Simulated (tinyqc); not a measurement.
Stark shift: stepped quantum well by finite differences.

Finite differences on points z_i at the centres of cells of width h: H_ii = (c/h^2)(1/m_(i-1/2) + 1/m_(i+1/2)) + V_i, H_(i,i+1) = -(c/h^2)/m_(i+1/2), where m_(i+1/2) is the mean of the masses at the two points (the end values are repeated outwards), psi = 0 on the points beyond both ends, c = hbar^2/2m0. The field adds e F (z - z0) with z0 the middle of the structure; 1 kV/cm = 1e-5 eV/angstrom.

Constants: hbar^2/2m0 = 3.80998211 eV angstrom^2.

Parameters, chosen for this exercise (out of a larger set: near those of an InGaAs well in InAlAs; not measured data): layers = ((88, 0.543, 0.0787), (44, 0, 0.0411), (66, 0.195, 0.0546), (88, 0.543, 0.0787)) (each layer: thickness in angstrom, band edge in eV, mass in m0); hf = 1.375 angstrom (cell width of the fine grid); Fs = (0, 16.7, 33.3, 50, 66.7, 83.3, 100) kV/cm (fields).

Fine grid. Perturbation theory: dE1 = e F z_11 - beta (e F)^2 with beta = sum_j z_1j^2/(E_j - E_1) over the 13 next levels at zero field, z from z0.

Levels against field:
```
F (kV/cm),E1 (eV),E2 (eV),dE1 (meV),second order (meV),<z - z0> (angstrom),E2 - E1 (meV)
0,0.1169,0.2860,0.00,0.00,-25.5,169.1
16.7,0.1126,0.2891,-4.30,-4.30,-26.1,176.5
33.3,0.1082,0.2920,-8.68,-8.68,-26.6,183.7
50.0,0.1037,0.2947,-13.16,-13.19,-27.1,191.0
66.7,0.0992,0.2973,-17.73,-17.80,-27.6,198.2
83.3,0.0946,0.2997,-22.35,-22.48,-28.1,205.2
100,0.0898,0.3020,-27.08,-27.30,-28.5,212.2
```

z_11 = -25.47 angstrom
beta = 1824 angstrom^2/eV

What can be read from this table?

The state sits -25.5 angstrom off the middle at zero field, so the shift starts linearly in F. At 100 kV/cm E1 has moved by -27.08 meV, where second order gives -27.30 meV; they differ by 0.8 % there. The electron moves by -3.0 angstrom, against the rise of the potential. E2 - E1 grows with the field; the ends are 169.1 and 212.2 meV.

(tinyqc, `OMP_NUM_THREADS=1 python tinyqc.py 1282494 1282495 out.jsonl`, Intel(R) Xeon(R) Processor @ 2.30GHz, 1 thread, shared host, about 0.04 s.)
